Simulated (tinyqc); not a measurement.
# Worked calculation: capacitance measurement on a leaky thin oxide: effects of series resistance and leakage

Computed by the program tinyqc: `OMP_NUM_THREADS=1 python tinyqc.py 2022177 2022178 out.jsonl`, one thread of a shared Intel Xeon 2.30GHz, about 0.01 s for the whole run. Printed values are rounded.

The device is a capacitance C in parallel with a leakage conductance G, in series with Rs and Ls. An impedance meter reports either a parallel pair (Cp, Gp) from Y = 1/Z = Gp + i w Cp or a series pair (Cs, Rm) from Z = Rm + 1/(i w Cs); w = 2 pi f, dissipation D = Gp/(w |Cp|).

Values chosen for this exercise; values of the order met in thin-oxide MOS capacitors:
- eox = 22.3 (relative permittivity of the gate insulator (close to hafnium oxide))
- tox = 6 nm (insulator thickness)
- A = 2500 um^2 (gate area)
- zc = 0.36 nm (oxide-equivalent thickness added by the accumulation layer)
- zp = 0 nm (oxide-equivalent thickness added by gate depletion)
- Jg = 0.0024 A/cm^2 (gate leakage current density, not matched to the thickness)
- Vs = 0.23 V (voltage for an e-fold rise of the leakage)
- Rs = 220 ohm (series resistance)
- Ls = 420 nH (series inductance)
- f = 2e5 Hz (measuring frequency)

Constants: eps0 = 8.8541878128e-14 F/cm where lengths are in cm. Results are converted to the units shown.

## True capacitance and conductance

EOT = 3.9 tox/eox; CET = EOT + zc + zp; C = 3.9 eps0 A/CET; G = Jg A/Vs.

EOT = 1.04933 nm
CET = 1.40933 nm
C = 61.2550 pF
G = 0.260870 uS

## What the meter reports

Z = Rs + i w Ls + 1/(G + i w C).

Z = (0.02640-1.29905i) x 1e4 ohm
Cp = 61.2329 pF
Gp = 1.56393 uS
Cs = 61.2582 pF
D = 0.0203246

Cp is 0.036 % below C and Cs is within 0.01 % of it; G Rs = 5.74e-5, w C Rs = 0.0169 and G/(w C) = 0.00339.
